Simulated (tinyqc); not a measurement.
Lossy on-chip transmission line with skin effect: one step of the calculation.

A uniform line in a homogeneous dielectric: c = sqrt(er)/(c0 Z0), l = Z0 sqrt(er)/c0 (c0 = 299792458 m/s), g = w c td, w = 2 pi f. The resistance joins its limits as r = sqrt(r_dc^2 + r_hf^2), with r_dc = rho/(wd th), r_hf = kr rho/(2 delta (wd + th)), delta = sqrt(rho/(pi f mu0)), mu0 = 4 pi 1e-7 H/m; this is an interpolation, and internal inductance, up to 0.05 nH/mm at low frequency, is neglected.

Problem. Propagation constant and impedance. gamma = sqrt((r + i w l)(g + i w c)) = alpha + i beta, Zc = sqrt((r + i w l)/(g + i w c)), roots with positive real part; loss 8.685889638 alpha in dB; phase velocity w/beta.

Values chosen for this exercise:
```
symbol,value,unit,meaning
len,3.4,mm,length
f,2,GHz,frequency
```

r = 68.452623 ohm/mm
l = 0.43331247 nH/mm
c = 77.033328 pF/m
g = 0.0048401468 S/m

Find: gamma len; Zc; loss; phase velocity over c0; r/(w l).

Solution.

gamma len = 0.59638+0.64247i
Zc = 196.10-180.22i ohm
loss = 1.5236 dB/mm
phase velocity over c0 = 0.22183
r/(w l) = 12.571

r exceeds w l, so the line behaves mainly as an RC line at this frequency.

Program tinyqc, `OMP_NUM_THREADS=1 python tinyqc.py 2810107 2810108 out.jsonl`; Intel Xeon 2.30GHz, shared host, one thread, about 0.01 s.
